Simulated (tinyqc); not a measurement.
MOSFET in the linear regime without short-channel effects, parameter extraction from computed curves: two steps of the calculation.

Inversion charge Q = Cox n Vt W0(exp((Vg - VT)/(n Vt))), W0 the Lambert function and n = nf; u = Q/Cox; mobility mu = mu0/(1 + th1 u + th2 u^2); channel resistance Rch = (L - dL)/(W mu Q); Id = Vd/(Rch + Rsd/W). Cox = eps0 eox/tox. Small Vd, no channel-length or drain effects.

Inputs (values chosen for the exercise); channel values of the order met in silicon transistors: temperature T = 300 K; relative permittivity of the gate insulator (close to zirconium oxide) eox = 24.6; insulator thickness tox = 6.9 nm; low-field mobility mu0 = 280 cm^2/(V s); first mobility attenuation factor th1 = 0.3 1/V; second mobility attenuation factor th2 = 0.26 1/V^2; threshold voltage VT = 0.22 V; body factor nf = 1.27; gate width W = 0.5 um; drawn gate length L = 0.15 um; drawn less effective length dL = 0.018 um; source plus drain resistance Rsd = 120 ohm um; drain voltage Vd = 0.02 V.

Constants: q = 1.602176634e-19 C, kB = 1.380649e-23 J/K, Vt = kB T/q, eps0 = 8.8541878128e-14 F/cm where lengths are in cm. Results are converted to the units shown.

Question 1. Transfer curve. u, mu, Rch and Id as defined.

Vg, point 0 to 8 (V): -0.02  0.1  0.22  0.34  0.46  0.58  0.7  0.82  0.94

Wanted: u; mu; Rch; Id.

Answer 1.

```
point	u (V)	mu (cm^2/(V s))	Rch (ohm)	Id (uA)
0	2.195e-5	280.0	1.361e7	0.001469
1	8.280e-4	279.9	3.608e5	0.05539
2	0.01862	278.4	1.613e4	1.222
3	0.08773	272.3	3501	5.346
4	0.1835	263.2	1732	10.14
5	0.2886	252.7	1147	14.42
6	0.3981	241.2	870.8	18.00
7	0.5099	229.4	714.9	20.94
8	0.6234	217.4	617.2	23.33
```

Question 2. The Y function. Y_i = Id_i/sqrt(gm_i). For Id = beta Vd x/(1 + th x), x = Vg - VT, Y = sqrt(beta Vd) x whatever th. Slope s from points 4 and 7; VT_Y = Vg - Y/s at point 7; beta = s^2/Vd; mobility beta L/(W Cox) with the drawn L; th* = (beta Vd x/Id - 1)/x at point 7.

```
point	Vg (V)	Id (uA)
0	-0.02	0.0014694421
1	0.1	0.055390606
2	0.22	1.2216242
3	0.34	5.3462024
4	0.46	10.144350
5	0.58	14.421215
6	0.7	18.004459
7	0.82	20.944095
8	0.94	23.332595
```

gm, point 1 to 7 (uS): 5.0839783  22.045049  37.178026  37.812550  32.750453  27.178668  22.200565

Find: Y; s; VT_Y; beta; mobility from Y; th*.

Answer 2.

Y, point 1 to 7 (uA^0.5 V^0.5): 0.024566  0.26018  0.87680  1.6497  2.5200  3.4536  4.4451
s = 7.7649 uA^0.5 V^-0.5
VT_Y = 0.24754 V
beta = 3014.7 uA/V^2
mobility from Y = 286.50 cm^2/(V s)
th* = 1.1320 1/V

The mobility from Y is 10 % below mu0 L/(L - dL) = 318 cm^2/(V s), which it should reach in deep inversion when th2 = 0.

tinyqc, about 0.02 s, one thread, Intel Xeon 2.30GHz (shared host): `OMP_NUM_THREADS=1 python tinyqc.py 2210170 2210171 out.jsonl`
